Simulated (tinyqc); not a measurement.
Inside a calculation: electrons shared among three sets of ellipsoidal valleys. Values are carried at full precision from step to step, so a last printed digit may differ when a step is redone from the rounded ones.

Constants: hbar^2/2m0 = 3.80998211 eV angstrom^2; kB = 8.617333262e-05 eV/K.

Parameters, chosen for this exercise (masses and offsets near those of Ge; mobilities are free inputs, held fixed; not measured data):
- ml = (1.589, 0.04, 0.914) m0 (longitudinal masses of L, Gamma, Delta)
- mt = (0.0777, 0.04, 0.198) m0 (transverse masses)
- M = (4, 1, 6) (valleys in each set)
- T = 300 K
- dE = (0, 0.17, 0.169) eV (edges of L, Gamma, Delta above the first)
- n = 4e+19 1/cm^3 (total electron density)
- mu = (3600, 19000, 960) cm^2/(V s) (mobility of each set)

## Masses of each set

One valley: m_d = (ml mt^2)^(1/3). Whole set: m_de = M^(2/3) m_d. Mean over three axes: 1/m_c = (1/ml + 2/mt)/3. Anisotropy K = ml/mt.

m_d, m_de, m_c (m0) and K of each set:
```
set,m_d,m_de,m_c,K
L,0.2125,0.5354,0.1138,20.45
Gamma,0.0400,0.0400,0.0400,1.00
Delta,0.3297,1.0886,0.2680,4.62
```

m_de/m_c is 4.71 for L, 1.00 for Gamma, 4.06 for Delta: many anisotropic valleys give many states at a light conductivity mass. m_c is the mean over three axes; a set that holds only some of the equivalent valleys conducts with a mass that depends on direction.

## Effective densities of states

N_i = M_i times N = 2 (m kB T/(4 pi c))^(3/2) with c = hbar^2/2m0, in 1/angstrom^3; times 1e24 for 1/cm^3, with m = (ml mt^2)^(1/3).

kT = 0.025852 eV

N_i (1/cm^3): L 9.8314e+18, Gamma 2.0075e+17, Delta 2.8501e+19

## Fermi level and populations

F_j(eta) = (1/Gamma(j + 1)) integral_0^infinity x^j dx/(1 + exp(x - eta)), which tends to exp(eta) for eta << 0.

Solve n = sum_i N_i F_1/2((EF - dE_i)/kT), energies from the edge of the first set.

EF = 0.0706 eV

eta_i: L 2.73, Gamma -3.84, Delta -3.81

n_i (1/cm^3): L 3.94e+19, Gamma 4.27e+15, Delta 6.29e+17

shares: L 0.9842, Gamma 0.0001, Delta 0.0157

L holds most electrons (98.4 %). Boltzmann weights N_i exp(-dE_i/kT) would give Gamma a share of 0.0000.

## Drift and Hall mobility of the mixture

With f_i the shares, mu_drift = sum f_i mu_i; low-field Hall mobility mu_H = sum f_i mu_i^2/mu_drift (scattering and anisotropy factors set to 1); the Hall density is n mu_drift/mu_H; rho = 1/(e n mu_drift), e = 1.602176634e-19 C.

mu_drift = 3560 cm^2/(V s)
mu_H = 3598 cm^2/(V s)
Hall density = 3.96e+19 1/cm^3
rho = 4.38e-05 ohm cm

A Hall measurement would read 99.0 % of the true density. The mobilities are of the size met in pure crystals; at this density impurities would cut them and raise rho, by a factor of two to ten or more depending on crystal and density.

## Checks

- Share of Gamma at n = 1e10 1/cm^3 against the Boltzmann weight: both 2.834e-05.

tinyqc: `OMP_NUM_THREADS=1 python tinyqc.py 1652469 1652470 out.jsonl`; about 0.03 s, one thread, shared Intel(R) Xeon(R) Processor @ 2.30GHz.
